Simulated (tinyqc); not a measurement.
Pair of shallow donors (hydrogen-like orbitals): one step. Two electrons and exchange. Two cases, with inputs chosen for the exercise.

Question. Give C, X, Q, A and J.

Each donor has the orbital exp(-r/a); energy unit Ha* = q/(eps a), q = e^2/(4 pi eps0), so that a lone donor is bound by Ha*/2; x = R/a. One electron: S = (1 + x + x^2/3) exp(-x), j = 1/x - (1 + 1/x) exp(-2x), k = (1 + x) exp(-x); levels E(+/-) = -1/2 - (j +/- k)/(1 +/- S) in Ha*, without the repulsion of the ions, split by D = |E(-) - E(+)|.

Two electrons, Heitler-London: with S' = (1 - x + x^2/3) exp(x), C = 1/x - exp(-2x)(1/x + 11/8 + 3x/4 + x^2/6), X = (1/5){exp(-2x)(25/8 - 23x/4 - 3x^2 - x^3/3) + (6/x)[S^2 (0.5772157 + ln x) + S'^2 Ei(-4x) - 2 S S' Ei(-2x)]}, Q = C - 2j + 1/x and A = X - 2 S k + S^2/x, the singlet and triplet lie at (Q +/- w A)/(1 +/- w S^2) from two lone donors, with the valley weight w = 1 (one valley); the exchange is J = triplet - singlet.

Give: C, X, Q, A; J.

Case 1.

Ha* = 12.38232 meV
x = 4.381385

Answer.

C, X, Q, A (Ha*): [0.2270, 0.009141, -0.0008812, -0.005739]

J = 142 micro-eV

A swap of the two spins takes pi hbar/J = 0.0146 ns (hbar = 6.58212e-16 eV s). Against the one-electron splitting D = 0.853 meV, J/D = 0.17: exchange needs both electrons to tunnel and falls as exp(-2x), D as exp(-x).

Case 2.

Ha* = 63.19792 meV
x = 4.816327

Answer.

C, X, Q, A (Ha*): [0.2070, 0.004873, -0.0004357, -0.002960]

J = 374 micro-eV

A swap of the two spins takes pi hbar/J = 0.00554 ns (hbar = 6.58212e-16 eV s). Against the one-electron splitting D = 3.11 meV, J/D = 0.12: exchange needs both electrons to tunnel and falls as exp(-2x), D as exp(-x).

Computed by tinyqc, one run a case: `OMP_NUM_THREADS=1 python tinyqc.py N N+1 out.jsonl` with N = 1252235, 1252755; one thread of a shared Intel(R) Xeon(R) Processor @ 2.30GHz, about 0.01 s a run at most.
